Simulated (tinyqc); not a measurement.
All together: low-temperature mobility of a two-dimensional electron gas with static screening. Computed by tinyqc, a small Python program. Command: `OMP_NUM_THREADS=1 python tinyqc.py 3010533 3010534 out.jsonl twodeg walk`. One thread of a shared host (Intel(R) Xeon(R) Processor @ 2.30GHz), about 0.01 s of CPU time with the checks.

One subband is filled, the gas is degenerate and scatters at the Fermi circle; one permittivity serves on both sides of the interface. All formulas are in SI units, masses times m_0. Piezoelectric and polar phonons are left out, and n_s is taken as set by a gate, independent of N_i.

Inputs (values chosen for the exercise, modelled on a silicon inversion layer):
```
quantity                                        value    unit
in-plane mass m                                 0.194     m_0
mass across the layer m_z                       0.909     m_0
permittivity eps                                 11.8       -
valley degeneracy g_v                               2       -
sheet density n_s                             3.3e+12  1/cm^2
depletion charge N_d                          2.6e+10  1/cm^2
roughness height Delta                           0.65      nm
correlation length Lambda                           1      nm
remote charge density N_i                     4.2e+10  1/cm^2
distance d of the charges from the interface     0.32      nm
density rho                                      2329  kg/m^3
sound velocity v_l                               8920     m/s
deformation potential D_A                          13      eV
temperature T                                      60       K
```

Wave function: Fang-Howard. Roughness spectrum: Gaussian.

Constants: m_0 = 9.1093837015e-31 kg; e = 1.602176634e-19 C; eps_0 = 8.8541878128e-12 F/m; hbar = 1.054571817e-34 J s; k_B = 1.380649e-23 J/K.

Method:
- k_F = sqrt(2 pi n_s/g_v); E_F = hbar^2 k_F^2/(2 m); q_TF = g_v m e^2/(2 pi eps eps_0 hbar^2); Fang-Howard parameter b = [12 m_z e^2 (N_d + 11 n_s/32)/(eps eps_0 hbar^2)]^(1/3), mean depth 3/b; effective field F = e (N_d + n_s/2)/(eps eps_0).
- Form factors with u = q/b: screening G(q) = [1 + 9u/8 + 3u^2/8]/(1 + u)^3, remote charge P(q) = exp(-q d)/(1 + u)^3. Dielectric function eps(q) = 1 + q_TF G(q)/q, with q = 2 k_F sin(theta/2).
- Roughness: <|U|^2> = (e F)^2 S(q), S = pi Delta^2 Lambda^2 exp(-q^2 Lambda^2/4).
- 1/tau_t = (m/(pi hbar^3)) int_0^pi (1 - cos theta) <|U|^2>/eps(q)^2 dtheta; the quantum rate 1/tau_q drops the factor (1 - cos theta); 200 Gauss-Legendre points in s with theta = pi s^2, s from 0 to 1; mu = e tau_t/m.
- Remote charges: <|U|^2> = N_i [e^2 P(q)/(2 eps eps_0 q)]^2.
- Unscreened deformation potential in equipartition: 1/tau = m D_A^2 k_B T I/(rho v_l^2 hbar^3), I = int |psi|^4 dz = 3 b/16 for the Fang-Howard function (used for both wave-function options); mu = e tau/m. Bloch-Grueneisen temperature T_BG = 2 hbar v_l k_F/k_B.
- At the Fermi circle the rates add, so 1/mu is the sum; sheet resistance 1/(n_s e mu); mean free path hbar k_F mu/e; the quantum time adds the rates 1/tau_q, with the isotropic acoustic rate e/(m mu).

roughness mobility = 14563.4 cm^2/(V s)

remote-charge mobility = 131914 cm^2/(V s)

acoustic mobility = 12115.9 cm^2/(V s)

k_F = 0.321982 1/nm

tau_q, roughness = 2.34221 ps

tau_q, charges = 6.28658 ps

Mobilities:
```
process           mu (cm^2/(V s))  share of 1/mu (%)
roughness                   14563             43.245
remote charges         1.3191e+05             4.7743
acoustic phonons            12116             51.981
```

mobility mu = 6298.0 cm^2/(V s)

sheet resistance = 300.31 ohm

mean free path = 133.47 nm

Dingle ratio tau_t/tau_q = 0.92690

What follows from these numbers?

The largest single share of 1/mu (52 %) belongs to acoustic phonons: disorder is weak enough for lattice vibrations to show. The Dingle ratio of 0.927 marks mostly large-angle scattering. Caution: k_B T exceeds a quarter of E_F, so scattering at the Fermi circle alone and zero-temperature screening are rough. Caution: T is not well above T_BG, where phonon scattering freezes out faster than equipartition says; the acoustic mobility is a lower bound.

Extremes, crossings and ranges named in words are read from the listed rows.
